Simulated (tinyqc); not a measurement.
Inputs raised by 2 %, one at a time: one anharmonic mode: perturbation theory, self-consistent phonons and exact levels. Computed by tinyqc, a small Python program. Command: `OMP_NUM_THREADS=1 python tinyqc.py 3022044 3022045 out.jsonl scp sens`. One thread of a shared host (Intel(R) Xeon(R) Processor @ 2.30GHz), about 0.09 s of CPU time with the checks.

V(x) = k x^2/2 + b x^4 for one coordinate x of mass M. A constant K > 0 gives hbar Omega = sqrt((hbar^2/u) K/M) with K in eV/angstrom^2 and M in u.

Inputs (values chosen for the exercise, for a model mode):
```
quantity,value,unit
mode mass M,70,u
harmonic constant k,4.18,eV/angstrom^2
quartic constant b,434,eV/angstrom^4
temperature T,34,K
mixing,0.5,-
```

Shape: single well.

Constants: hbar^2/u = 4.18015928e-03 eV angstrom^2; k_B = 8.617333262e-05 eV/K.

Method:
- Self-consistent phonon, centred at x = 0: K = k + 12 b <x^2>, <x^2> = (hbar Omega/(2K)) coth(hbar Omega/(2 k_B T)).
- Start at K = |k|; K(new) = K + mixing x (K_out - K), but at least K/20; stop when |K_out - K| < 1e-9 |k| or after 90 steps.
- Its free energy is F = k_B T ln[2 sinh(hbar Omega/(2 k_B T))] + (k - K)<x^2>/2 + 3 b <x^2>^2, an upper bound to the exact one.
- Basis: oscillator states n of the constant |k|, with x = s (a + a+), s^2 = hbar Omega/(2|k|); H = hbar Omega (n + 1/2) + (k - |k|) x^2/2 + b x^4, with exact matrix elements of x^2 and x^4.
- Exact values use 120 basis states: F = -k_B T ln sum exp(-E_n/(k_B T)), and <x^2> is the Boltzmann mean.

Runs:
```
input moved,from,to,self-consistent quantum (meV),self-consistent <x^2> (angstrom^2),E_1 - E_0 (meV),exact <x^2> (angstrom^2)
base run,-,-,24.94,0.001198,24.36,0.001222
mode mass M (u),70,71.4,24.64,0.001189,24.07,0.001212
harmonic constant k (eV/angstrom^2),4.18,4.2636,25.02,0.001194,24.44,0.001218
quartic constant b (eV/angstrom^4),434,442.68,25.06,0.001192,24.46,0.001216
temperature T (K),34,34.68,24.94,0.001198,24.36,0.001222
```

Exponents ln(y'/y) / ln(x'/x):
```
input,self-consistent quantum,self-consistent <x^2>,E_1 - E_0,exact <x^2>
mode mass M,-0.615,-0.383,-0.609,-0.388
harmonic constant k,0.156,-0.156,0.173,-0.171
quartic constant b,0.231,-0.232,0.219,-0.222
temperature T,0.001,0.003,0.000,0.004
```

Among the inputs moved here: self-consistent quantum answers most in size to mode mass M (exponent -0.615), next to quartic constant b (+0.231). Its exponent +0.001 in temperature T: zero-point motion sets the spread, or the mode is nearly harmonic. Self-consistent <x^2> answers most in size to mode mass M (exponent -0.383), next to quartic constant b (-0.232). E_1 - E_0 answers most in size to mode mass M (exponent -0.609), next to quartic constant b (+0.219); its exponent is below 0.0005 for temperature T. exact <x^2> answers most in size to mode mass M (exponent -0.388), next to quartic constant b (-0.222).
